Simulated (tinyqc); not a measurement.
Resistance of a tapered via with liner, size effect and interface: one step of the calculation.

A round via whose diameter grows from db at the bottom as D(z) = db + 2 z/tan(ang). The fill, of diameter D - 2 tl, starts above the bottom liner (thickness fb tl) and has rho = rho0 (1 + ks lam/(D - 2 tl)); the sidewall liner conducts in parallel with it. The bottom liner and the interface are crossed over the full area pi db^2/4. Spreading in the lines above and below is left out.

Problem. Slices of the via. Slices between z0 = fb tl and hv, evaluated at their midpoints: conductance per length pi/4 [(D - 2 tl)^2/rho + (D^2 - (D - 2 tl)^2)/rl], slice resistance = slice height over that. 8 slices.

Parameters, values chosen for the exercise; fill metal close to molybdenum:
```
symbol,value,unit,meaning
db,14,nm,diameter at the bottom
hv,25,nm,height
ang,88,degrees,sidewall angle
rho0,5.27,uohm cm,bulk resistivity of the fill
lam,11.5,nm,mean free path of the fill
ks,1.4,,size-effect factor
tl,0.3,nm,liner on the sidewall
fb,1,,liner at the bottom over that on the sidewall
rl,230,uohm cm,resistivity of the liner
```

Find: z; D; rho; slice resistance.

Solution.

| slice | z (nm) | D (nm) | rho (uohm cm) | slice resistance (ohm) |
|---|---|---|---|---|
| 0 | 1.8438 | 14.129 | 11.542 | 2.4677 |
| 1 | 4.9313 | 14.344 | 11.443 | 2.3708 |
| 2 | 8.0188 | 14.560 | 11.348 | 2.2792 |
| 3 | 11.106 | 14.776 | 11.255 | 2.1926 |
| 4 | 14.194 | 14.991 | 11.166 | 2.1106 |
| 5 | 17.281 | 15.207 | 11.079 | 2.0330 |
| 6 | 20.369 | 15.423 | 10.994 | 1.9594 |
| 7 | 23.456 | 15.638 | 10.912 | 1.8895 |

Program tinyqc, `OMP_NUM_THREADS=1 python tinyqc.py 2750004 2750005 out.jsonl`; Intel Xeon 2.30GHz, shared host, one thread, about 0.01 s.
